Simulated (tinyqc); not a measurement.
One-sided p+-n junction, ionisation integral and breakdown: one step of the calculation.

A p+ layer at x < 0 and an n drift layer from x = 0. Depletion approximation, built-in voltage neglected. Local ionisation coefficients alpha_n = an exp(-(bn/E)^mx), alpha_p = ap exp(-(bp/E)^mx). Electrons move towards +x, holes towards x = 0.

Problem. Field and ionisation coefficients on a grid. W = sqrt(2 eps0 eps_r V/(q N)), peak field E0 = q N W/(eps0 eps_r), falling linearly to 0 at W. Grid: 10 equal steps from 0 to fr W.

Values chosen for this exercise; material values close to those of silicon: relative permittivity eps_r = 11.6; prefactor of the electron ionisation coefficient an = 6.62e5 1/cm; field constant for electrons bn = 1.3e6 V/cm; prefactor of the hole ionisation coefficient ap = 1.56e6 1/cm; field constant for holes bp = 2.08e6 V/cm; exponent mx = 1; donor density of the drift layer N = 7.7e16 cm^-3; reverse voltage V = 11.4 V; share of the depleted width that the grid covers fr = 0.6.

Constants: q = 1.602176634e-19 C, eps0 = 8.8541878128e-14 F/cm where lengths are in cm. Results are converted to the units shown.

Find: W; x; E; alpha_n; alpha_p.

Solution.

W = 0.43568 um

| point | x (um) | E (kV/cm) | alpha_n (1/cm) | alpha_p (1/cm) |
|---|---|---|---|---|
| 0 | 0.00000 | 523.32 | 55208 | 29306 |
| 1 | 0.02614 | 491.92 | 47113 | 22739 |
| 2 | 0.05228 | 460.52 | 39345 | 17044 |
| 3 | 0.07842 | 429.12 | 32002 | 12247 |
| 4 | 0.10456 | 397.72 | 25195 | 8353.2 |
| 5 | 0.13070 | 366.32 | 19039 | 5335.4 |
| 6 | 0.15685 | 334.92 | 13650 | 3133.2 |
| 7 | 0.18299 | 303.52 | 9136.2 | 1648.1 |
| 8 | 0.20913 | 272.12 | 5573.6 | 747.43 |
| 9 | 0.23527 | 240.73 | 2989.0 | 275.79 |
| 10 | 0.26141 | 209.33 | 1329.6 | 75.458 |

Range of the model: Breakdown comes at under 28 V, so the built-in voltage left out is a few per cent of it or more.

tinyqc, about 0.03 s, one thread, Intel Xeon 2.30GHz (shared host): `OMP_NUM_THREADS=1 python tinyqc.py 2120071 2120072 out.jsonl`
